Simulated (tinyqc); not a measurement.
Worked calculation: bond unit of a tetrahedral oxide and its oxygen vacancy in tight binding. Values are carried at full precision from step to step, so a last printed digit may differ when a step is redone from the rounded ones.

Two sp3 hybrids h1, h2 at eh = (es + 3 ep)/4 point at one oxygen with orbitals s, px, py, pz; x joins the two cations, z bisects the angle phi, and th = (180 - phi)/2. With u = hbar^2/(m d^2) = 2c/d^2, c = hbar^2/2m0: Vhs = -(1.32 + sqrt3 x 1.42) u/2 and Vhp = (1.42 + sqrt3 x 2.22) u/2. <h|s> = Vhs for both; <h1|px> = Vhp cos(th), <h2|px> = -Vhp cos(th); <h|pz> = Vhp sin(th) for both; py is a lone pair. The unit holds 8 electrons. Coupling between units, which widens the levels into bands, is left out.

Constants: hbar^2/2m0 = 3.80998211 eV angstrom^2.

Values chosen for the exercise (near tabulated values for SiO2; shifted at random, so the results belong to these values and not to a real crystal): es = -14.7 eV (s level of the cation); ep = -7.7 eV (p level of the cation); eos = -34.39 eV (s level of oxygen); eop = -16.62 eV (p level of oxygen); d = 1.62 angstrom (cation-oxygen distance); phi = 149 degrees (bond angle at oxygen); R = 2.46 angstrom (cation-cation distance across the vacancy).

## Level and couplings

Form eh, u, Vhs, Vhp and th.

eh (hybrid level) = -9.4500 eV
u = 2.9035 eV

Vhs, Vhp (eV): -5.4869  7.6437

th = 15.5 degrees

## The matrix

Fill it in.

H (eV), lower triangle:
```
         h1       h2         s        px        py        pz
h1  -9.4500
h2        0  -9.4500
s   -5.4869  -5.4869  -34.3900
px   7.3657  -7.3657         0  -16.6200
py        0        0         0         0  -16.6200
pz   2.0427   2.0427         0         0         0  -16.6200
```

## Levels, weights and charge

Diagonalise; the four lowest levels are filled. The excess of electrons on oxygen is twice the oxygen weight of the filled levels less 6.

levels (eV): -36.6391  -24.0513  -17.3499  -16.6200  -6.4710  -2.0187

weights:
```
    level 1  level 2  level 3  level 4  level 5  level 6
h1    0.039    0.169    0.030    0.000    0.432    0.331
h2    0.039    0.169    0.030    0.000    0.432    0.331
s     0.921    0.000    0.012    0.000    0.067    0.000
px    0.000    0.663    0.000    0.000    0.000    0.337
py    0.000    0.000    0.000    1.000    0.000    0.000
pz    0.002    0.000    0.928    0.000    0.070    0.000
```

highest filled to lowest empty = 10.1490 eV
excess electrons on oxygen = 1.052

The highest filled level is the py orbital of oxygen (100 %) and the lowest empty one is 86 % cation hybrid, even under exchange of the two cations. The spacing is that of an isolated unit and exceeds the gap of the solid.

## The odd block in closed form

The combination (h1 - h2)/sqrt2 couples to px alone, with W2 = sqrt2 Vhp cos(th); W3 = (eh - eop)/2; levels (eh + eop)/2 -/+ sqrt(W2^2 + W3^2); polarity W3/sqrt(W2^2 + W3^2).

W2, W3 (eV): 10.4167  3.5850

levels of the odd block (eV): -24.0513  -2.0187

polarity = 0.3254

## The neutral oxygen vacancy

Without the oxygen the two hybrids face each other at distance R and couple by -V2, V2 = 3.22 x 2c/R^2, c = hbar^2/2m0: a bond at eh - V2 with two electrons and an antibond at eh + V2. Levels are measured from eop, the lone-pair level that stands for the top of the valence band.

Form V2 and the two levels above eop. R is a chosen distance; in real silica the neutral vacancy relaxes to about 2.5 angstrom.

V2 = 4.0545 eV

levels above eop (eV): bond 3.1155, lone hybrid 7.1700, antibond 11.2245

bond-antibond splitting = 8.1090 eV

The filled bond lies 3.12 eV above the lone pairs, so it can trap a hole; the antibond lies above the lowest empty level of the intact unit (10.15 eV). A lone hybrid, as in a dangling bond, sits at 7.17 eV.

## Checks

- Levels of the odd block against the full matrix: they agree to 1e-10 or better.

(tinyqc, `OMP_NUM_THREADS=1 python tinyqc.py 1482287 1482288 out.jsonl`, Intel(R) Xeon(R) Processor @ 2.30GHz, 1 thread, shared host, about 0.01 s.)
